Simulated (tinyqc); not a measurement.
Conduction-band offset of an n-N heterojunction from carrier-profile moments: two steps of the calculation.

Layer 1 (x < 0) accumulates electrons and layer 2 (x > 0) is depleted. Boltzmann statistics. The bands bend down by V1 in layer 1 and up by V2 in layer 2, with V1 + V2 = VD = dE + Vt ln[(N2/Nc2)/(N1/Nc1)].

Parameters, values chosen for the exercise; values of the order of III-V alloys: temperature T = 200 K; relative permittivity of both layers eps_r = 12.5; density of states of the narrow-gap layer 1 Nc1 = 3e17 cm^-3; density of states of the wide-gap layer 2 Nc2 = 1.4e18 cm^-3; conduction-band offset dE = 0.21 eV; donor density in layer 1 N1 = 5.1e15 cm^-3; donor density in layer 2 N2 = 3.6e16 cm^-3; fixed charge at the interface si = 0 cm^-2.

Constants: q = 1.602176634e-19 C, kB = 1.380649e-23 J/K, Vt = kB T/q, eps0 = 8.8541878128e-14 F/cm where lengths are in cm. Results are converted to the units shown.

Problem 1. Division of the diffusion potential. Sheet densities from the first integral: Q1 = sqrt((2 eps0 eps_r Vt N1/q)(exp(u1) - u1 - 1)) extra electrons, Q2 = sqrt((2 eps0 eps_r Vt N2/q)(exp(-u2) + u2 - 1)) missing ones, u = V/Vt; neutrality Q1 = Q2 + si. Q1 - Q2 rises steadily with V1, so V1 follows by bisection.

Find: VD; V1; V2; Q1; n at x = 0-; n at x = 0+.

Solution 1.

VD = 0.21713 V
V1 = 0.070053 V
V2 = 0.14708 V
Q1 = 2.5413e11 cm^-2
n at x = 0- = 2.9706e17 cm^-3
n at x = 0+ = 7.0808e12 cm^-3

n drops across the interface by 42000 = (Nc1/Nc2) exp(dE/Vt).

Problem 2. Offset from the moments. A C-V profile smears n(x) but keeps its zeroth and first moments: si = -int (N - n) dx, VD = (q/(eps0 eps_r)) int (N - n) x dx, dE = VD - Vt ln[(N2/Nc2)/(N1/Nc1)]. Use the trapezoidal rule on each side.

```
left point,-x (nm),n in layer 1 (cm^-3)
0,0,2.97057e17
1,1.12,2.37245e17
2,6.77,1.02721e17
3,19.4,3.60317e16
4,41.1,1.50308e16
5,73.4,8.43592e15
6,118,6.16574e15
7,176,5.39306e15
8,249,5.16282e15
9,338,5.10989e15
```

```
right point,x (nm),n in layer 2 (cm^-3)
0,0,7.08076e12
1,11.4,6.63125e13
2,28,8.55506e14
3,47.4,6.14162e15
4,69,1.88147e16
5,92.2,2.96104e16
6,117,3.42039e16
7,143,3.55588e16
8,170,3.58994e16
9,198,3.59784e16
```

Wanted: si; VD; dE.

Solution 2.

si = 2.967e10 cm^-2
VD = 0.2166 V
dE = 0.2094 eV

On these few points dE comes out -0.57 meV from the true 0.21 eV, and si misses by 3.0e10 cm^-2, 12 % of Q1.

tinyqc, about 0.08 s, one thread, Intel Xeon 2.30GHz (shared host): `OMP_NUM_THREADS=1 python tinyqc.py 2410047 2410048 out.jsonl`
